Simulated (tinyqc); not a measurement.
Worked calculation: sp3 tight binding, zinc-blende lattice. One step of it, computed by the program tinyqc.

Problem. Levels at k. Diagonalise the Hermitian matrix.

H(k) at k (eV), order a s, a px, a py, a pz, c s, c px, c py, c pz:
```
[[-13.560000, 0.000000, 0.000000, 0.000000, -2.683233-4.557406i, -5.777881-0.816423i, 2.267702+2.080165i, 1.019062+4.628956i],
 [0.000000, -7.860000, 0.000000, 0.000000, 5.777881+0.816423i, 0.650481+1.104826i, 1.180855+5.363878i, 2.627737+2.410425i],
 [0.000000, 0.000000, -7.860000, 0.000000, -2.267702-2.080165i, 1.180855+5.363878i, 0.650481+1.104826i, -6.695214-0.946043i],
 [0.000000, 0.000000, 0.000000, -7.860000, -1.019062-4.628956i, 2.627737+2.410425i, -6.695214-0.946043i, 0.650481+1.104826i],
 [-2.683233+4.557406i, 5.777881-0.816423i, -2.267702+2.080165i, -1.019062+4.628956i, -13.560000, 0.000000, 0.000000, 0.000000],
 [-5.777881+0.816423i, 0.650481-1.104826i, 1.180855-5.363878i, 2.627737-2.410425i, 0.000000, -7.860000, 0.000000, 0.000000],
 [2.267702-2.080165i, 1.180855-5.363878i, 0.650481-1.104826i, -6.695214+0.946043i, 0.000000, 0.000000, -7.860000, 0.000000],
 [1.019062-4.628956i, 2.627737-2.410425i, -6.695214+0.946043i, 0.650481-1.104826i, 0.000000, 0.000000, 0.000000, -7.860000]]
```

Give: eigenvalues; weights |c|^2 of the basis functions.

Solution.

eigenvalues (eV): [-22.4272, -19.6944, -16.3745, -15.8073, -2.0451, -1.1101, 0.3112, 2.8674]

weights |c|^2 of the basis functions, order a s, a px, a py, a pz, c s, c px, c py, c pz:
```
[[0.4100, 0.1295, 0.0575, 0.0180, 0.2885, 0.0643, 0.0080, 0.0242],
 [0.0605, 0.0871, 0.0940, 0.1959, 0.1260, 0.2686, 0.0304, 0.1375],
 [0.0168, 0.1319, 0.0879, 0.2562, 0.0018, 0.0133, 0.3082, 0.1838],
 [0.0127, 0.1515, 0.2607, 0.0299, 0.0836, 0.1538, 0.1534, 0.1545],
 [0.4100, 0.1295, 0.0575, 0.0180, 0.2885, 0.0643, 0.0080, 0.0242],
 [0.0605, 0.0871, 0.0940, 0.1959, 0.1260, 0.2686, 0.0304, 0.1375],
 [0.0168, 0.1319, 0.0879, 0.2562, 0.0018, 0.0133, 0.3082, 0.1838],
 [0.0127, 0.1515, 0.2607, 0.0299, 0.0836, 0.1538, 0.1534, 0.1545]]
```
